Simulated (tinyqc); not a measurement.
Voltage drop against the factor on the load at the hot node.

A grid of 13 by 13 nodes with segments Rx (rows) and Ry (columns); every node draws I1 and the central node kh I1; pads with resistance Rp sit at the nodes whose row and column are multiples of the pitch, counting from 0. The drops u = Vdd - V follow from G u = i, with G the conductance matrix and i the load currents, solved directly. Here the pitch is 3.

Parameters, values chosen for the exercise: supply voltage Vdd = 0.65 V; resistance of a horizontal segment Rx = 0.56 ohm; resistance of a vertical segment Ry = 0.1 ohm; resistance from a pad node to the supply Rp = 0.34 ohm; load current of a node in the large grid I1 = 0.77 mA.

Results:
```
kh   pads  worst drop (mV)  mean drop (mV)  largest drop at a pad (mV)  largest pad current (mA)  worst drop over Vdd (%)
1      25           2.5475          2.1972                      2.0571                    6.0502                  0.39192
2      25           2.5776          2.2093                      2.1279                    6.2586                  0.39655
5      25           2.6700          2.2459                      2.3405                    6.8837                  0.41076
10     25           2.8317          2.3067                      2.6947                    7.9256                  0.43565
50     25           5.5287          2.7936                      5.5287                    16.261                  0.85058
100    25           9.0713          3.4022                      9.0713                    26.680                   1.3956
```

Estimate the missing row, kh = 20.

Computed row:
```
kh  pads  worst drop (mV)  mean drop (mV)  largest drop at a pad (mV)  largest pad current (mA)  worst drop over Vdd (%)
20    25           3.4032          2.4284                      3.4032                    10.009                  0.52357
```

With this row back in the table: The worst drop rises from 2.55 to 9.07 mV and the mean drop rises from 2.20 to 3.40 mV. The central node is itself a pad. The drops are linear in the loads, so the mean grows by 0.0122 mV for each unit of kh in every row.

Numbers from tinyqc (`OMP_NUM_THREADS=1 python tinyqc.py 2770202 2770203 out.jsonl`; about 0.1 s on one thread of a shared Intel Xeon 2.30GHz).
